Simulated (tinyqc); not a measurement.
Off-state leakage of single and stacked transistors: leakage components against the temperature.

n-channel devices of unit width. Subthreshold current I(Vg, Vs, Vd) = I0 (T/300 K)^0.5 exp[(Vg - Vs - VT(T) - gb (Vs - Vb) + dd (Vd - Vs))/(nf Vt)] (1 - exp(-(Vd - Vs)/Vt)), VT(T) = VT - cT (T - 300 K). Gate-edge tunnelling Ig (Vd/1 V) exp(ag (Vd - 1 V)), for a gate at 0 V, and band-to-band leakage Ab u exp(-Bb/u), u = Vd - Vb + 1 V, flow at a drain held at V; both are taken as independent of T. In a stack of off transistors (all gates at 0 V) the same subthreshold current passes through each.

One transistor with Vg = Vs = 0, Vd = V; stack factor I(one)/I(two in series).

Values chosen for this exercise; values of the order met in bulk silicon logic transistors:

| symbol | value | unit | meaning |
|---|---|---|---|
| V | 0.7 | V | supply voltage |
| VT | 0.48 | V | threshold at 300 K, zero drain and body bias |
| cT | 0.5 | mV/K | fall of the threshold with temperature |
| I0 | 0.12 | uA/um | current at threshold at 300 K |
| nf | 1.52 |  | slope factor |
| dd | 0.14 |  | drain-induced lowering per volt |
| gb | 0.13 |  | rise of the threshold per volt of source-body bias |
| Ig | 0.0003 | uA/um | gate-edge tunnelling current at 1 V |
| ag | 3.3 | 1/V | exponential slope of the gate current |
| Ab | 2 | uA/(um V) | prefactor of band-to-band leakage at the drain |
| Bb | 20 | V | its exponential voltage |
| Vb | -0.3 | V | body voltage |

Constants: q = 1.602176634e-19 C, kB = 1.380649e-23 J/K, Vt = kB T/q. Results are converted to the units shown.

The same in every row: gate edge (nA/um) = 0.07803; band-to-band (nA/um) = 0.1816.

Leakage components against the temperature:

| T (K) | subthreshold (nA/um) | total (nA/um) | stack factor | largest part |
|---|---|---|---|---|
| 250 | 1.332e-4 | 0.2598 | 15.34 | band-to-band |
| 275 | 6.818e-4 | 0.2603 | 12.15 | band-to-band |
| 300 | 0.002668 | 0.2623 | 10.03 | band-to-band |
| 325 | 0.008493 | 0.2681 | 8.546 | band-to-band |
| 350 | 0.02297 | 0.2826 | 7.467 | band-to-band |
| 375 | 0.05456 | 0.3142 | 6.655 | band-to-band |
| 400 | 0.1165 | 0.3761 | 6.027 | band-to-band |
| 425 | 0.2280 | 0.4877 | 5.530 | subthreshold |

As T goes from 250 to 425, the total leakage rises from 0.260 to 0.488 nA/um. The band-to-band part leads at T = 250, the subthreshold part from 425 on. The subthreshold part doubles every 25.8 K between the last two rows. The reduction by a stack of two falls from 15.3 to 5.53, for the subthreshold part alone.

Program tinyqc, `OMP_NUM_THREADS=1 python tinyqc.py 2242171 2242172 out.jsonl`; Intel Xeon 2.30GHz, shared host, one thread, about 0.03 s.
